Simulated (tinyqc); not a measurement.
Optical transitions of a finite quantum well: one step. Absorption of one well. Four cases, with inputs chosen for the exercise.

Question. For light polarised along z (a real waveguide or Brewster geometry adds an angle factor), with all electrons in e1 and none in e2, the peak fractional absorption is 4 pi alpha Ns c f_12/(n_r m1 G) and the area under the Lorentzian line is pi G times that, c = hbar^2/2m0; 1e12/cm^2 = 1e-4/angstrom^2. EF - E1 = 2 pi c Ns/m1 at zero temperature.

Constants: hbar^2/2m0 = 3.80998211 eV angstrom^2; fine-structure constant alpha = 0.007297352564.

Give: peak absorption; area; EF - E1.

Case 1.

Values chosen (out of a larger set: near those of an InGaAs well in InP; not measured data): Ns = 0.55 x 1e12/cm^2 (electrons in e1); n_r = 3.32 (refractive index); G = 12 meV (half width of the line).

Transitions:
```
pair  E (meV)  wavelength (micrometre)  |z| (angstrom)         f
1-2    90.559                  13.6909         31.4884  0.970928
1-3   222.948                   5.5611          0.0000  0.000000
```

m1 = 0.041198 m0

Answer.

peak absorption = 1.137 %
area = 42.85 % meV
EF - E1 = 32.0 meV

Case 2.

Values chosen (out of a larger set: near those of a GaAs well in AlGaAs; not measured data): Ns = 0.54 x 1e12/cm^2 (electrons in e1); n_r = 3.33 (refractive index); G = 8 meV (half width of the line).

Transitions:
```
pair  E (meV)  wavelength (micrometre)  |z| (angstrom)         f
1-2    36.187                  34.2623         39.4719  0.969404
1-3    94.305                  13.1471          0.0000  0.000000
1-4   157.786                   7.8577          1.0748  0.003134
```

m1 = 0.065509 m0

Answer.

peak absorption = 1.048 %
area = 26.34 % meV
EF - E1 = 19.7 meV

Case 3.

Values chosen (out of a larger set: near those of an InGaAs well in InP; not measured data): Ns = 1 x 1e12/cm^2 (electrons in e1); n_r = 3.3 (refractive index); G = 3 meV (half width of the line).

Transitions:
```
pair  E (meV)  wavelength (micrometre)  |z| (angstrom)         f
1-2    83.601                  14.8306         32.5247  0.971499
1-3   207.879                   5.9642          0.0000  0.000000
```

m1 = 0.041853 m0

Answer.

peak absorption = 8.192 %
area = 77.21 % meV
EF - E1 = 57.2 meV

Case 4.

Values chosen (out of a larger set: near those of a GaAs well in AlGaAs; not measured data): Ns = 1.2 x 1e12/cm^2 (electrons in e1); n_r = 3.43 (refractive index); G = 12 meV (half width of the line).

Transitions:
```
pair  E (meV)  wavelength (micrometre)  |z| (angstrom)         f
1-2    94.278                  13.1509         24.4871  0.984886
```

m1 = 0.066378 m0

Answer.

peak absorption = 1.511 %
area = 56.98 % meV
EF - E1 = 43.3 meV

EF lies below e2, as assumed.

Computed by tinyqc, one run a case: `OMP_NUM_THREADS=1 python tinyqc.py N N+1 out.jsonl` with N = 1252568, 1252602, 1252637, 1280082; one thread of a shared Intel(R) Xeon(R) Processor @ 2.30GHz, about 0.09 s a run at most.
